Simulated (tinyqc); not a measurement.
Ballistic transport through the one-dimensional subbands of a rectangular nanowire or nanosheet channel: one step, computed by the program tinyqc. Command: `OMP_NUM_THREADS=1 python tinyqc.py 3009453 3009454 out.jsonl wire walk`. One thread of a shared host (Intel(R) Xeon(R) Processor @ 2.30GHz), about 0.02 s of CPU time with the checks.

Hard walls, parabolic subbands, transport along x. Energies are counted from the bulk conduction band edge at the top of the barrier, which the gate pulls down by U; the source Fermi level lies at the bulk edge when U = 0.

Task: Subbands. E_pq = (hbar^2 pi^2/2)(p^2/(m_y b^2) + q^2/(m_z a^2)); valley pairs: (m_x, m_y, m_z) = (m_t, m_t, m_l), (m_t, m_l, m_t), (m_l, m_t, m_t), each with degeneracy g = 2; the 10 lowest subbands are kept.

Inputs (values chosen for the exercise, modelled on silicon):
```
quantity,value,unit
light mass m_t,0.19,m_0
heavy mass m_l,0.923,m_0
height a,4.9,nm
width b,7.5,nm
```

Valleys: silicon [100] wire.

Constants: hbar^2/(2 m_0) = 3.80998212 eV angstrom^2; k_B = 8.617333262e-05 eV/K.

Give: Subbands.

Result:

Subbands:
```
valley axis,p,q,E (meV),m_x (m_0)
z,1,1,52.2,0.190
y,1,1,89.7,0.190
z,1,2,103.1,0.190
y,2,1,111.4,0.190
x,1,1,117.6,0.923
y,3,1,147.6,0.190
z,2,1,157.7,0.190
z,1,3,187.9,0.190
y,4,1,198.3,0.190
z,2,2,208.6,0.190
```
